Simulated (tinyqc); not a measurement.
Electron continuity equation in a given potential, Scharfetter-Gummel discretisation: two steps of the calculation.

Steady state in one dimension: J = q mu n E + q D dn/dx with E = -dpsi/dx and D = mu Vt, dJ/dx = 0, fixed densities nL and nR at the ends. The potential is given, psi = U x/L, and is not changed by the electrons.

Parameters, values chosen for the exercise; mobility close to that of 4H silicon carbide at room temperature:
- T = 273 K (temperature)
- mu = 895 cm^2/(V s) (electron mobility)
- L = 3.4 um (length of the region)
- nL = 1e15 cm^-3 (density at x = 0)
- nR = 2.9e14 cm^-3 (density at x = L)

Constants: q = 1.602176634e-19 C, kB = 1.380649e-23 J/K, Vt = kB T/q. Results are converted to the units shown.

Task 1. Bernoulli factors. d_i = (psi_(i+1) - psi_i)/Vt; B(d) = d/(exp(d) - 1), B(0) = 1. The flux on interval i is J_i = (q D/h) [n_(i+1) B(d_i) - n_i B(-d_i)].

| node | psi (V) |
|---|---|
| 0 | 0.00000000 |
| 1 | -0.02250000 |
| 2 | -0.04500000 |
| 3 | -0.06750000 |
| 4 | -0.09000000 |
| 5 | -0.11250000 |
| 6 | -0.13500000 |
| 7 | -0.15750000 |
| 8 | -0.18000000 |

Wanted: d_i; B(d_i); B(-d_i).

Result 1.

| interval | d_i | B(d_i) | B(-d_i) |
|---|---|---|---|
| 0 | -0.95642 | 1.5533 | 0.59688 |
| 1 | -0.95642 | 1.5533 | 0.59688 |
| 2 | -0.95642 | 1.5533 | 0.59688 |
| 3 | -0.95642 | 1.5533 | 0.59688 |
| 4 | -0.95642 | 1.5533 | 0.59688 |
| 5 | -0.95642 | 1.5533 | 0.59688 |
| 6 | -0.95642 | 1.5533 | 0.59688 |
| 7 | -0.95642 | 1.5533 | 0.59688 |

The largest |d_i| is 0.956, below 2, so central differences would also keep densities positive.

Task 2. Densities and current. B(d_i) and B(-d_i) are the Bernoulli factors of the potential steps, b and f the diagonal and right side. Solve B(-d_(i-1)) n_(i-1) + b_i n_i + B(d_i) n_(i+1) = f_i (end values already in f), then J_i = (q D/h) [n_(i+1) B(d_i) - n_i B(-d_i)], h = L/8, D = mu Vt.

| interval | B(d_i) | B(-d_i) |
|---|---|---|
| 0 | 1.5532985 | 0.59688213 |
| 1 | 1.5532985 | 0.59688213 |
| 2 | 1.5532985 | 0.59688213 |
| 3 | 1.5532985 | 0.59688213 |
| 4 | 1.5532985 | 0.59688213 |
| 5 | 1.5532985 | 0.59688213 |
| 6 | 1.5532985 | 0.59688213 |
| 7 | 1.5532985 | 0.59688213 |

| node | diagonal b | right side f (cm^-3) |
|---|---|---|
| 1 | -2.1501806 | -5.9688213e14 |
| 2 | -2.1501806 | 0 |
| 3 | -2.1501806 | 0 |
| 4 | -2.1501806 | 0 |
| 5 | -2.1501806 | 0 |
| 6 | -2.1501806 | 0 |
| 7 | -2.1501806 | -4.5045655e14 |

Wanted: n; J.

Result 2.

| node | n (cm^-3) |
|---|---|
| 0 | 1.0000e15 |
| 1 | 5.6262e14 |
| 2 | 3.9455e14 |
| 3 | 3.2997e14 |
| 4 | 3.0515e14 |
| 5 | 2.9561e14 |
| 6 | 2.9195e14 |
| 7 | 2.9054e14 |
| 8 | 2.9000e14 |

| interval | J (A/cm^2) |
|---|---|
| 0 | 21.990 |
| 1 | 21.990 |
| 2 | 21.990 |
| 3 | 21.990 |
| 4 | 21.990 |
| 5 | 21.990 |
| 6 | 21.990 |
| 7 | 21.990 |

Numbers from tinyqc (`OMP_NUM_THREADS=1 python tinyqc.py 2220032 2220033 out.jsonl`; about 0.01 s on one thread of a shared Intel Xeon 2.30GHz).
